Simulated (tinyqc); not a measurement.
# Worked calculation: frequency dispersion of an accumulation capacitance by border traps, distributed model

Computed by the program tinyqc: `OMP_NUM_THREADS=1 python tinyqc.py 2202083 2202084 out.jsonl`, one thread of a shared Intel Xeon 2.30GHz, about 0.5 s for the whole run. Printed values are rounded.

Traps spread evenly through the insulator exchange electrons with the semiconductor by tunnelling, with tau(x) = t0 exp(2 ka x) at depth x from the interface. The admittance per area Y seen at depth x obeys dY/dx = -Y^2/(i w eps0 eox) + q Nb ln(1 + i w tau)/tau, with Y(0) = i w Cs and w = 2 pi f; the gate sees Y(tox) = G + i w C. Working variable y = Y/(i w), in uF/cm^2. Cox = eps0 eox/tox.

Inputs (values chosen for the exercise); permittivity close to that of hafnium oxide:
- eox = 19.5 (relative permittivity of the insulator)
- tox = 7.9 nm (insulator thickness)
- Cs = 1.9 uF/cm^2 (semiconductor capacitance in accumulation)
- Nb = 6.9e19 cm^-3 eV^-1 (density of border traps)
- ka = 4.1 1/nm (decay constant of the wave function in the insulator)
- t0 = 4e-11 s (time constant of a trap at the interface)
- f = 1e6 Hz (frequency)
- xe = 1.6 nm (depth down to which the steps are taken)

Constants: q = 1.602176634e-19 C, eps0 = 8.8541878128e-14 F/cm where lengths are in cm. Results are converted to the units shown.

## Scales and lumped estimate

Cox; trap-free value 1/(1/Cox + 1/Cs); response depth d = ln(1/(w t0))/(2 ka), where w tau = 1; lumped estimate: all traps within d act as C_bt = q Nb d placed at d/2, so C = 1/{1/[1/(1/Cs + d/(2 eps0 eox)) + C_bt] + (tox - d/2)/(eps0 eox)}.

Cox = 2.18553 uF/cm^2
trap-free C = 1.01639 uF/cm^2
d = 1.01082 nm
C_bt = 1.11747 uF/cm^2
lumped C = 1.29692 uF/cm^2

The traps within reach amount to 0.588 Cs and lie in the first 12.8 % of the insulator.

## Midpoint steps through the active depth

In terms of y: dy/dx = -y^2/(eps0 eox) + s(x), s = q Nb ln(1 + z)/z, z = i w tau. 9 midpoint steps of h = xe/9: y_half = y + (h/2) y'(x, y), y(new) = y + h y'(x + h/2, y_half).

| point | x (nm) | s (uF/(cm^2 nm)) | y (uF/cm^2) |
|---|---|---|---|
| 0 | 0 | 1.10550-0.00014i | 1.90000+0.00000i |
| 1 | 0.177778 | 1.10550-0.00060i | 2.05618-0.00005i |
| 2 | 0.355556 | 1.10549-0.00256i | 2.20588-0.00027i |
| 3 | 0.533333 | 1.10536-0.01102i | 2.34893-0.00119i |
| 4 | 0.711111 | 1.10281-0.04716i | 2.48511-0.00514i |
| 5 | 0.888889 | 1.05931-0.19074i | 2.61259-0.02183i |
| 6 | 1.06667 | 0.70406-0.43794i | 2.70702-0.07880i |
| 7 | 1.24444 | 0.23189-0.31357i | 2.70676-0.14616i |
| 8 | 1.42222 | 0.05821-0.12783i | 2.65350-0.17370i |
| 9 | 1.6 | 0.01378-0.04260i | 2.58807-0.17729i |

## Capacitance and conductance at the gate

y at xe = 2.58807-0.17729i uF/cm^2

Beyond xe the traps are ignored, so 1/y(tox) = 1/y(xe) + (tox - xe)/(eps0 eox); C = Re y, G/w = -Im y, loss tangent G/(w C).

y at the gate = 1.33263-0.04684i uF/cm^2
C = 1.33263 uF/cm^2
G/w = 0.0468440 uF/cm^2
loss tangent = 0.0351516

A fine integration over the whole insulator gives C = 1.3337 and G/w = 0.04849 uF/cm^2; the coarse G/w is 3.4 % below that. The fine C is 31 % above the trap-free value, and the lumped estimate is 2.8 % below the fine result.
